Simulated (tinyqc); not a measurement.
# Planar ballistic transistor, top-of-the-barrier model: effect of the drain control CD/CS

At the top of the source barrier, states moving towards the drain are filled by the source (Fermi level 0) and states moving back by the drain (Fermi level -q Vd); nothing scatters. U is the shift of the band edge there, set by the capacitances CG, CD and CS (the total) and by the charge. Parabolic two-dimensional band; the source is grounded.

N0 = gv m kB T/(pi hbar^2), CG = eps0 eox/tox, vT = sqrt(2 kB T/(pi m)), CS = CG/aG, n0 = n at U = 0 and Vd = 0. eta1 = -(E0 + U)/Vt, eta2 = eta1 - Vd/Vt, n = (N0/2)[F_0(eta1) + F_0(eta2)], F_0(x) = ln(1 + exp x). U = UL + q (n - n0)/CS with UL = -(aG Vg + aD Vd), energies in eV. I = q (N0/2) vT [F_(1/2)(eta1) - F_(1/2)(eta2)] per width, F_(1/2)(x) = (2/sqrt(pi)) int_0^infinity u^(1/2)/(1 + exp(u - x)) du. CQ = (q/Vt) dn/d(eta1). E0 is held fixed.

Values chosen for this exercise; mass and valleys close to those of indium arsenide: temperature T = 300 K; effective mass m = 0.0307 m0; valley degeneracy gv = 1; relative permittivity of the gate insulator eox = 7.5; insulator thickness tox = 3.7 nm; gate control CG/CS aG = 0.75; band edge at the barrier top above the source Fermi level at zero bias E0 = 0.29 eV; gate voltage Vg = 0.8 V; drain voltage Vd = 0.8 V.

Constants: q = 1.602176634e-19 C, kB = 1.380649e-23 J/K, hbar = 1.054571817e-34 J s, m0 = 9.1093837015e-31 kg, Vt = kB T/q, eps0 = 8.8541878128e-14 F/cm where lengths are in cm. Results are converted to the units shown.

Result of one run:

| aD | eta1 | n (cm^-2) | I (uA/um) | mean velocity I/(q n) (cm/s) | CQ/CS |
|---|---|---|---|---|---|
| 0.04 | 9.256 | 1.534e12 | 1753 | 7.130e7 | 0.4293 |

What becomes of these results when the drain control CD/CS aD is changed from 0.04 to 0.06, all else the same?

Result of the changed run:

| aD | eta1 | n (cm^-2) | I (uA/um) | mean velocity I/(q n) (cm/s) | CQ/CS |
|---|---|---|---|---|---|
| 0.06 | 9.689 | 1.606e12 | 1875 | 7.285e7 | 0.4293 |

The whole series:

| aD | eta1 | n (cm^-2) | I (uA/um) | mean velocity I/(q n) (cm/s) | CQ/CS |
|---|---|---|---|---|---|
| 0 | 8.390 | 1.391e12 | 1517 | 6.809e7 | 0.4292 |
| 0.02 | 8.823 | 1.463e12 | 1633 | 6.971e7 | 0.4292 |
| 0.04 | 9.256 | 1.534e12 | 1753 | 7.130e7 | 0.4293 |
| 0.06 | 9.689 | 1.606e12 | 1875 | 7.285e7 | 0.4293 |
| 0.08 | 10.12 | 1.678e12 | 2000 | 7.438e7 | 0.4293 |
| 0.1 | 10.55 | 1.750e12 | 2127 | 7.588e7 | 0.4293 |
| 0.12 | 10.99 | 1.821e12 | 2257 | 7.736e7 | 0.4293 |
| 0.14 | 11.42 | 1.893e12 | 2390 | 7.881e7 | 0.4293 |

As aD goes from 0 to 0.14, n rises from 1.39e12 to 1.89e12 cm^-2, the mean velocity rises from 6.81e7 to 7.88e7 cm/s and the current rises from 1520 to 2390 uA/um. CQ/CS stays near 0.43.

Numbers from tinyqc (`OMP_NUM_THREADS=1 python tinyqc.py 2400096 2400097 out.jsonl`; about 0.01 s on one thread of a shared Intel Xeon 2.30GHz).
